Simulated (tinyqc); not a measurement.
Solute against host over temperature: five-frequency model of solute diffusion by vacancies in an fcc metal. Computed by tinyqc, a small Python program. Command: `OMP_NUM_THREADS=1 python tinyqc.py 3028499 3028500 out.jsonl fivefreq walk`. One thread of a shared host (Intel(R) Xeon(R) Processor @ 2.30GHz), about 0.06 s of CPU time with the checks.

A vacancy next to the solute exchanges with it (w2), jumps to one of 4 sites that also neighbour the solute (w1) or to one of 7 that do not (w3); w4 is the reverse of w3 and w0 the host jump.

Inputs (values chosen for the exercise, for a model solute in a host close to gold): barrier E0 (host jump) = 0.743 eV; barrier E1 (vacancy circles the solute) = 0.754 eV; barrier E2 (exchange) = 0.551 eV; barrier E3 (dissociation) = 0.887 eV; binding energy E_b (positive for attraction) = 0.18 eV; vacancy formation energy E_f = 0.907 eV; formation entropy S_f = 2.4 k_B; attempt frequency nu = 6.6 THz; lattice constant a = 4.08 angstrom; temperature T = 655 K.

Constants: k_B = 8.617333262e-05 eV/K.

Method:
- w_i = nu exp(-E_i/(k_B T)); detailed balance gives E4 = E3 - E_b.
- Manning: with y = w4/w0, 7F = 7 - (10 y^4 + 180.5 y^3 + 927 y^2 + 1341 y)/(2 y^4 + 40.2 y^3 + 254 y^2 + 597 y + 436); f2 = (2 w1 + 7F w3)/(2 w2 + 2 w1 + 7F w3).
- c_v = exp(S_f - E_f/(k_B T)); host D0 = a^2 c_v w0 x 0.7815; solute D2 = a^2 c_v exp(E_b/(k_B T)) w2 f2; 1 angstrom^2 = 1e-16 cm^2.

Diffusion:
```
T (K)       f2  D0 (cm^2/s)  D2 (cm^2/s)   D2/D0
426    0.00416   2.8565e-21   3.8285e-19  134.03
491    0.00891   1.0964e-18   8.2236e-17   75.00
557    0.01624   1.1137e-16   5.3742e-15   48.25
655    0.03207   1.9075e-14   5.7014e-13   29.89
753    0.05345   8.5657e-13   1.8096e-11   21.13
852    0.07964   1.6442e-11   2.6585e-10   16.17
950    0.10876   1.6703e-10   2.1867e-09   13.09
```

What follows from these numbers?

The apparent activation energy of D2 is 1.489 eV between the coldest rows and 1.500 eV between the hottest; without correlation it would be E_f - E_b + E2 = 1.278 eV, and the host has 1.650 eV. At low T f2 is small, w2 cancels from D2, and the easier of circling and escape sets the barrier, near E_f - E_b + min(E1, E3) = 1.481 eV.
